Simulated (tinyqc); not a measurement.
Ratio and sensitivities against delay: time-domain thermoreflectance: layered heat flow under a modulated pulse train, and what the signal ratio measures. Computed by tinyqc, a small Python program. Command: `OMP_NUM_THREADS=1 python tinyqc.py 3112440 3112441 out.jsonl tdtr walk`. One thread of a shared host (Intel(R) Xeon(R) Processor @ 2.30GHz), about 0.1 s of CPU time with the checks.

Pulses repeat at 80 MHz; heat is laid down at the surface, all layers are isotropic.

Inputs (values chosen for the exercise, modelled on aluminium on sapphire): metal thickness d = 61 nm; metal conductivity = 140 W/(m K); metal heat capacity = 2.42 MJ/(m^3 K); boundary conductance G under the metal = 97 MW/(m^2 K); substrate conductivity kappa = 34.8 W/(m K); substrate heat capacity C = 3.01 MJ/(m^3 K); modulation frequency f = 10 MHz; spot radius w (1/e^2, pump and probe) = 11 micrometre.

Stack: metal, substrate.

Method:
- For radial wave number k and angular frequency W each layer has u = sqrt(4 pi^2 k^2 + i W C/kappa) and gamma = kappa u. Surface impedance from below: Z = 1/gamma for the substrate; a layer of thickness L maps Z to (Z + tanh(u L)/gamma)/(1 + gamma Z tanh(u L)); a boundary adds 1/G.
- Response per absorbed watt H(W) = 2 pi int_0^(2/w) Z(k, W) exp(-pi^2 k^2 w^2) k dk by 20 Gauss-Legendre points.
- Signal: X + iY = sum_(m = -M..M) H(2 pi (f + m f_r)) exp(i 2 pi m f_r t) exp(-pi (m/M)^2 x 4), f_r = 80 MHz, M = 4000, with H(-W) the complex conjugate of H(W); V_in = X, V_out = Y, ratio = -V_in/V_out.
- Sensitivity S = ln(ratio'/ratio)/ln(1.01) for a rise of one input by 1 %.

Ratio and sensitivities:
```
t (ps)   ratio  S to kappa    S to G    S to d   S to C     S to w
100     8.9173     0.45568   0.09658  -0.98688  0.45179  -0.022424
200     8.0435     0.43161   0.04503  -0.88849  0.42782  -0.021167
400     6.7128     0.39287  -0.03524  -0.73202  0.38920  -0.019238
800     4.9994     0.33851  -0.14599  -0.51328  0.33490  -0.016763
1500    3.3750     0.27790  -0.26488  -0.27280  0.27410  -0.014523
2500    2.2152     0.22041  -0.35721  -0.06415  0.21601  -0.013247
4000    1.3691     0.15967  -0.40851   0.11090  0.15393  -0.013283
```

What does the comparison show, and why?

The largest sensitivity in size at 100 ps is to d (-0.99). The sensitivity to G changes sign between 200 and 400 ps, which helps to separate G from inputs whose sensitivity keeps its sign. kappa and C enter almost alike, through the effusivity. At 400 ps an error of 3 % in d passes on as 6 % in kappa.

Extremes, crossings and ranges named in words are read from the listed rows.
